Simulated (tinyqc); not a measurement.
From one set of inputs to another, one input at a time: avalanche multiplication and breakdown of a junction from ionisation integrals. Computed by tinyqc, a small Python program. Command: `OMP_NUM_THREADS=1 python tinyqc.py 3022616 3022617 out.jsonl impact ladder`. One thread of a shared host (Intel(R) Xeon(R) Processor @ 2.30GHz), about 0.03 s of CPU time with the checks.

Ionisation coefficients follow the local field. Position x runs through the depletion layer from the p side (x = 0), where electrons enter, to the n side (x = w), where holes enter. The built-in voltage is neglected.

The inputs printed are set A. Set A is modelled on diamond; the values taken over come from a set modelled on GaN. Inputs not listed in the table keep their values of set A, so the rows need not describe a real material.

Inputs (values chosen for the exercise, modelled on diamond):
```
quantity                                        value        unit
electron prefactor a_n                       2.06e+08        1/cm
electron field b_n                            7.7e+07        V/cm
hole prefactor a_p                           4.64e+06        1/cm
hole field b_p                               1.41e+07        V/cm
exponent c                                          1           -
permittivity eps                                  5.7           -
layer width W                                     3.7  micrometre
bias as a fraction of the breakdown voltage      0.76           -
```

Junction: p-i-n with uniform field.

Constants: e = 1.602176634e-19 C; eps_0 = 8.8541878128e-12 F/m.

Method:
- alpha_n = a_n exp(-(b_n/F)^c), alpha_p = a_p exp(-(b_p/F)^c).
- Uniform field F = F_m, w = W, V = F_m W.
- With Phi(x) = int_0^x (alpha_n - alpha_p) dx': 1 - 1/M_n = I_n = int_0^w alpha_n exp(-Phi) dx and M_p = M_n exp(-Phi(w)); trapezoid rule on 401 even points; breakdown at I_n = 1.
- Solve I_n(F_m) = 1.
- Bias V = fraction times the breakdown voltage.
- M_n = 1/(1 - I_n), M_p = M_n exp(-Phi(w)); McIntyre excess noise for the carrier with the larger M, F_x = k M + (1 - k)(2 - 1/M), with k = (smaller M - 1)/(larger M - 1).

Each row keeps all changes above it:
```
input moved                         from         to  breakdown voltage (V)  critical field F_m (MV/cm)     M_n
set A                                  -          -                 1128.1                      3.0489  1.0000
electron field b_n (V/cm)       77000000   33200000                  873.0                      2.3596  1.0010
hole prefactor a_p (1/cm)        4640000    6710000                  840.8                      2.2725  1.0005
permittivity eps                     5.7        9.7                  840.8                      2.2725  1.0005
hole field b_p (V/cm)           14100000   15300000                  884.8                      2.3913  1.0012
electron prefactor a_n (1/cm)  206000000  435000000                  865.7                      2.3398  1.0016
layer width W (micrometre)           3.7       0.45                  138.0                      3.0660  1.0160
```

Which inputs carry the difference?

Breakdown voltage goes from 1130 to 138, a factor 0.122 in all. The largest single move comes from layer width W (a factor 0.159). Critical field F_m goes from 3.05 to 3.07, a factor 1.006 in all. The largest single move comes from layer width W (a factor 1.31), and electron field b_n works against it (a factor 0.774). M_n goes from 1.00 to 1.02, a factor 1.016 in all. The largest single move comes from layer width W (a factor 1.014). The single moves hold for this order of the switches; the total does not depend on the order.

Extremes, crossings and ranges named in words are read from the listed rows.
